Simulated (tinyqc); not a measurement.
Pull-up strength from the switching point.

Question. Transistor (EKV form, voltages against the body): I = 2 n b Vt^2 [F(vp - Vs) - F(vp - Vd)] from drain to source, F(v) = ln^2(1 + exp(v/(2 Vt))), vp = (Vg - VT + sg |Vd - Vs|)/n. n-channel bodies are at 0; for the p-channel device all voltages are counted down from Vdd. b in uA/V^2 gives I in uA. In an inverter In(Vg = Vd = VM) equals Ip at the switching point VM. Find bp and the current there.

Inputs (values chosen for the exercise): temperature T = 300 K; supply voltage Vdd = 0.7 V; slope factor n = 1.22; drain-induced barrier lowering sg = 0.033; n-channel threshold VTn = 0.37 V; p-channel threshold (magnitude) VTp = 0.31 V; gain factor of the pull-down transistor bn = 630 uA/V^2.

Constants: q = 1.602176634e-19 C, kB = 1.380649e-23 J/K, Vt = kB T/q. Results are converted to the units shown.

VM = 0.385088332 V

Solution. Ip is proportional to bp, so bp is In(VM) over the p-channel current for unit b.

bp = 820.0 uA/V^2
current at VM = 0.9031 uA

tinyqc, about 0.06 s, one thread, Intel Xeon 2.30GHz (shared host): `OMP_NUM_THREADS=1 python tinyqc.py 2340161 2340162 out.jsonl`
